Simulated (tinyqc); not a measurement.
## Potential step from the flux

Inverse problem. On one interval J = (q mu Vt/hx) [nb B(d) - na B(-d)], B(d) = d/(exp(d) - 1), d = (psi_b - psi_a)/Vt. Find psi_b - psi_a, and the step at which J would vanish.

Parameters, values chosen for the exercise: temperature T = 400 K; electron mobility mu = 1350 cm^2/(V s); density at the left node na = 6.5e13 cm^-3; density at the right node nb = 1.3e15 cm^-3; node spacing hx = 22 nm.

Constants: q = 1.602176634e-19 C, kB = 1.380649e-23 J/K, Vt = kB T/q. Results are converted to the units shown.

J = 12701.594 A/cm^2

Solution. B(d) falls and B(-d) rises with d, so J falls steadily with the step and one value matches. J = 0 needs nb/na = exp(d), the Boltzmann ratio.

psi_b - psi_a = -0.09300 V
step for J = 0 = 0.1033 V

tinyqc, about 0.01 s, one thread, Intel Xeon 2.30GHz (shared host): `OMP_NUM_THREADS=1 python tinyqc.py 2220112 2220113 out.jsonl`
